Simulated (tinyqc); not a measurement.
What moves the results: type-II superlattice in the two-band Kane model. A value that a table varies takes the place of the one given here.

Motion along the axis, period d = a + b, c = hbar^2/2m0. Conduction and light-hole bands couple: (E - Ec)(E - Ev) = Ep c k^2 in each layer, with mass m(E) = (E - Ev)/Ep, which may be negative. The conduction envelope psi and psi'/m(E) are continuous; a layer carries them by [[cos kt, (m/k) sin kt], [-(k/m) sin kt, cos kt]] (cosh and sinh for k^2 < 0), and cos(q d) = tr(M_B M_A)/2. C1 is the first miniband above EvB, with its bottom at tr/2 = +1 and its top at -1; the gap is the bottom of C1 less the top heavy-hole level HH1.

Heavy holes are uncoupled: with e = EvB - E, p = sqrt(mhB e/c), w = sqrt(mhA (EvB - EvA - e)/c), the top level HH1 at q = 0 solves (p/mhB) tan(p b/2) = (w/mhA) tanh(w a/2).

Constants: hbar^2/2m0 = 3.80998211 eV angstrom^2; hc = 1239.841984 eV nm.

Parameters, chosen for this exercise (near those of an InAs/GaSb superlattice; the results hold for these values, not for the real material):
```
symbol  value                         unit      meaning
b       25                            angstrom  layer B
EcA     0                             eV        conduction edge of A
EvA     -0.425                        eV        valence edge of A
EcB     0.94                          eV        conduction edge of B
EvB     0.113                         eV        valence edge of B
EpA     14.1                          eV        coupling energy in A
EpB     18.3                          eV        coupling energy in B
mhA     0.33                          m0        heavy hole in A
mhB     0.27                          m0        heavy hole in B
As      (19, 30, 34, 44, 56, 67, 74)  angstrom  widths of layer A
a       26                            angstrom  layer A
```

## Width of layer A

Bottom of C1 (tr/2 = +1, above EvB), HH1, the gap and hc/gap; widths at which C1 no longer starts above EvB are left out.

Results:
```
a (angstrom)  C1 (eV)  HH1 (eV)  gap (meV)  cut-off (micrometre)
19             0.4469    0.0115      435.4                  2.85
30             0.3131    0.0091      304.0                  4.08
34             0.2790    0.0089      270.0                  4.59
44             0.2146    0.0088      205.8                  6.02
56             0.1630    0.0088      154.2                  8.04
67             0.1304    0.0088      121.6                 10.20
74             0.1145    0.0088      105.7                 11.73
```

What does this show, and why?

From a = 19 to 74 angstrom C1 falls by 332 meV while HH1 moves by -2.7 meV, so layer A tunes the gap, from 435 to 106 meV. The cut-off shifts by 0.112 micrometre per angstrom at the thin end and 0.220 at the thick end: long wavelengths need tight control of the thickness.

## One band or two

Bottom of C1. One band: (k/mA) tan(k a/2) = (kappa/mB) tanh(kappa b/2) with the edge masses (Ec - Ev)/Ep and barrier EcB - EcA. Second row: mA replaced by m(E). The last column is measured against two bands.

Results:
```
model                  C1 (eV)  gap (meV)  error (meV)
one band, edge masses   0.3530      343.6         -0.8
m(E) in A only          0.3219      312.4        -32.0
two bands               0.3539      344.4          0.0
```

mA = 0.0301 m0
mB = 0.0452 m0

How do the results move?

With edge masses C1 errs by -1 meV, 0 % of the gap. The heavier m(E) in A changes it by -31 meV; the treatment of B changes it by +32 meV, since C1 lies 241 meV above the valence edge of B, where its mass is 0.0132 instead of 0.0452.

## What each parameter does

Bottom and width of C1, HH1 and the gap. Each row changes one parameter from the base and keeps the others.

Results:
```
case             C1 (eV)  width (meV)  HH1 (eV)  gap (meV)
base              0.3539        161.9    0.0095      344.4
a = 23 angstrom   0.3899        182.0    0.0100      379.8
b = 28 angstrom   0.3672        138.7    0.0244      342.9
EvB = 0.093 eV    0.3527        158.1   -0.0091      361.9
EcB = 0.99 eV     0.3651        152.1    0.0095      355.6
EvA = -0.455 eV   0.3512        159.3    0.0076      343.6
EpA = 15.2 eV     0.3590        169.1    0.0095      349.5
mhB = 0.31 m0     0.3539        161.9    0.0154      338.4
```

What does this show?

The largest shifts from the base row, up to three for each result and ties (the steps differ in size, so this ranks the rows, not the parameters). C1 (eV): a +0.0360, b +0.0134, EcB +0.0112; unchanged at the printed digits by mhB. width (meV): b -23.2, a +20.1, EcB -9.8; unchanged at the printed digits by mhB. HH1 (eV): EvB -0.0186, b +0.0149, mhB +0.0059; unchanged at the printed digits by EcB and EpA. gap (meV): a +35.5, EvB +17.5, EcB +11.2.

Program tinyqc; command `OMP_NUM_THREADS=1 python tinyqc.py 1250503 1250504 out.jsonl`; about 0.02 s on one thread of a shared Intel(R) Xeon(R) Processor @ 2.30GHz.
